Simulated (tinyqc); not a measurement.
Parabolic quantum dot in a magnetic field (Fock-Darwin): one step. Singlet and triplet of two electrons. Three cases, with inputs chosen for the exercise.

Question. Give J0, the triplet less the singlet, and J0/W.

Two electrons, first order in the Coulomb energy: the singlet (0,0)^2 has 2W + J0 and the lowest triplet (0,0)(0,1) has 3W - wc/2 + J0/2 - Ez, with J0 = sqrt(pi/2) q/(eps lam), q = e^2/(4 pi eps0), Ez = |gs| muB B.

Constants: e^2/(4 pi eps0) = 14.39964547 eV angstrom.

Give: J0; E(T) - E(S); J0/W.

Case 1.

Values chosen (out of a larger set: near those of a gate-defined dot in InAs; not measured data): eps = 15 (dielectric constant).

hbar W = 8.212630 meV
hbar wc = 6.224883 meV
Zeeman energy = 0.724312 meV
lam = 174.416 angstrom

Answer.

J0 = 6.898 meV
E(T) - E(S) = 0.927 meV
J0/W = 0.84

The singlet is lower at this order. J0 is not small against W, so higher orders, which favour the singlet, can shift the splitting by a large part of itself.

Case 2.

Values chosen (out of a larger set: near those of a gate-defined dot in GaAs; not measured data): eps = 13 (dielectric constant).

hbar W = 3.351597 meV
hbar wc = 1.171666 meV
Zeeman energy = 0.017840 meV
lam = 185.320 angstrom

Answer.

J0 = 7.491 meV
E(T) - E(S) = -0.998 meV
J0/W = 2.24

The triplet is lower at this order. J0 exceeds W, so first order overstates the interaction and the result is only a guide.

Case 3.

Values chosen (out of a larger set: near those of a gate-defined dot in GaAs; not measured data): eps = 13.2 (dielectric constant).

hbar W = 4.905276 meV
hbar wc = 2.021614 meV
Zeeman energy = 0.031830 meV
lam = 152.268 angstrom

Answer.

J0 = 8.979 meV
E(T) - E(S) = -0.627 meV
J0/W = 1.83

The triplet is lower at this order. J0 exceeds W, so first order overstates the interaction and the result is only a guide.

Computed by tinyqc, one run a case: `OMP_NUM_THREADS=1 python tinyqc.py N N+1 out.jsonl` with N = 1280184, 1280195, 1280615; one thread of a shared Intel(R) Xeon(R) Processor @ 2.30GHz, about 0.08 s a run at most.
